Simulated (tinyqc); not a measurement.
Inside a calculation: complex band structure along [001] in sp3s* tight binding. Values are carried at full precision from step to step, so a last printed digit may differ when a step is redone from the rounded ones.

For k = (0, 0, kz) the phase sums are g0 = cos(phi) and g3 = i sin(phi), phi = kz a/4, and the s, pz, s* orbitals of anion (a) and cation (c) decouple from px, py. With z = exp(i phi), H(z) = H0 + z T + T^T/z for any complex z. H0 is diagonal (Esa, Epa, Exa, Esc, Epc, Exc). The anion-cation block is B(z) = z U + W/z and the cation-anion block z W^T + U^T/z, where U has Vss/2 (s,s), Vsapc/2 (s,z), -Vscpa/2 (z,s), Vxx/2 (z,z), Vxapc/2 (s*,z), -Vpaxc/2 (z,s*), and W has the same values with the s-z and s*-z signs reversed. |z| = 1 is a band state, |z| < 1 decays along [001] as exp(-kappa d) over a distance d, kappa = -(4/a) ln|z|. No spin-orbit coupling.

Values chosen for the exercise (out of a larger set: near a published set for Ge, fitted to gaps, whose masses and valley positions are rough (light masses up to twice too heavy); not measured data): p = (-5.914, 1.612, -5.914, 1.612, 6.406, 6.406, -6.808, 1.621, 4.922, 5.489, 5.489, 5.184, 5.184) eV (order Esa, Epa, Esc, Epc, Exa, Exc, Vss, Vxx, Vxy, Vsapc, Vscpa, Vxapc, Vpaxc); dE = 0.66 eV (E - Ev); a = 5.663 angstrom (lattice constant).

## The layer matrices

Parameters in the order Esa, Epa, Esc, Epc, Exa, Exc, Vss, Vxx, Vxy, Vsapc, Vscpa, Vxapc, Vpaxc. Form H0 and T.

diagonal of H0 (eV): sa -5.9140, za 1.6120, s*a 6.4060, sc -5.9140, zc 1.6120, s*c 6.4060

T (eV), rows sa, za, s*a, sc, zc, s*c and columns alike:
$$\begin{pmatrix}
0.0000 & 0.0000 & 0.0000 & -3.4040 & 2.7445 & 0.0000 \\
0.0000 & 0.0000 & 0.0000 & -2.7445 & 0.8105 & -2.5920 \\
0.0000 & 0.0000 & 0.0000 & 0.0000 & 2.5920 & 0.0000 \\
-3.4040 & 2.7445 & 0.0000 & 0.0000 & 0.0000 & 0.0000 \\
-2.7445 & 0.8105 & -2.5920 & 0.0000 & 0.0000 & 0.0000 \\
0.0000 & 2.5920 & 0.0000 & 0.0000 & 0.0000 & 0.0000
\end{pmatrix}$$

## Edges at Gamma

At z = 1 the levels follow from the blocks [[Esa, Vss], [Vss, Esc]] and [[Epa, Vxx], [Vxx, Epc]]: Ev is the lower p root, and the direct gap ends at the lower of the upper roots.

Ev = -0.0090 eV
EG (direct gap) = 0.9030 eV

## Complex wave vectors at one energy in the gap

Solve det(H0 - E + z T + T^T/z) = 0 with E = Ev + dE, as the linear problem [[0, 1], [-T^T, E - H0]] x = z [[1, 0], [0, T]] x. Roots come as z, -z, 1/z and conjugates; list those with 0 < |z| < 1 and Re z, Im z >= 0, by falling |z|. Re kz = arg(z)/(pi/2) in units of 2 pi/a, kappa = -(4/a) ln|z|.

Decaying roots:
```
Re z      Im z     |z|  Re kz (2 pi/a)  kappa (1/angstrom)
0.9283  0.0000  0.9283          0.0000              0.0526
0.2289  0.7111  0.7471          0.8017              0.2060
```

The slowest root has kappa = 0.0526 1/angstrom at Re kz = 0.000: a purely imaginary k at Gamma. The probability falls by exp(-2 kappa d), a factor 2.86 over 1 nm.

## The px, py block

For px and py the determinant gives (E - Epa)(E - Epc) = Vxx^2 cos^2(phi) + Vxy^2 sin^2(phi). With phi = i kappa a/4 this is sinh^2(kappa a/4) = ((E - Epa)(E - Epc) - Vxx^2)/(Vxx^2 - Vxy^2), E = Ev + dE. Parameters in the order Esa, Epa, Esc, Epc, Exa, Exc, Vss, Vxx, Vxy, Vsapc, Vscpa, Vxapc, Vpaxc.

sinh^2(kappa a/4) = 0.07890
kappa of the heavy-hole branch = 0.1959 1/angstrom

This branch decays faster than the slowest root of the s-pz block (0.0526), by a factor 3.73 in kappa.

## Checks

- Largest distance of a level of the 6 x 6 block at kz = 0.37 (2 pi/a) from a level of the full matrix, against zero (eV): both 0.000000.

Run: tinyqc, `OMP_NUM_THREADS=1 python tinyqc.py 1481593 1481594 out.jsonl`; Intel(R) Xeon(R) Processor @ 2.30GHz, one thread, shared host; about 0.01 s of CPU time with all checks.
